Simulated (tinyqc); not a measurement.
Geometry relaxation of a small cluster: one step, computed by the program tinyqc.

E = sum_i {sum_j A exp(-p (r_ij/r0 - 1)) - xi sqrt(rho_i)}, rho_i = sum_j exp(-2 q (r_ij/r0 - 1)); the force on i is -sum_j w_ij (R_i - R_j)/r_ij with w_ij = -(2p/r0) A exp(-p (r_ij/r0 - 1)) + (xi q/r0) exp(-2 q (r_ij/r0 - 1)) (rho_i^(-1/2) + rho_j^(-1/2)).

Task: Energy and forces at the start. Evaluate E and the forces at the starting positions.

Inputs (values chosen for the exercise, for model atoms):
```
quantity     value      unit
length r0     3.03  angstrom
repulsion A   0.14        eV
hopping xi    2.48        eV
decay p       11.5         -
decay q       2.25         -
```

Potential: Gupta. Method: BFGS.

starting positions (angstrom):
```
            x      y      z
atom 1  -0.04   0.14  -0.01
atom 2   3.02  -0.08  -0.22
atom 3   1.36   2.53  -0.22
atom 4   1.22   0.68   2.49
```

Give: distances; energy at the start; forces.

Result:

distances (angstrom): 1-2 3.075, 1-3 2.778, 1-4 2.851, 2-3 3.093, 2-4 3.341, 3-4 3.284

energy at the start = -15.08 eV

forces (eV/angstrom):
```
             x       y       z
atom 1   1.452   0.180   0.473
atom 2  -2.336   1.339   0.990
atom 3   0.511  -1.759   0.918
atom 4   0.372   0.241  -2.381
```
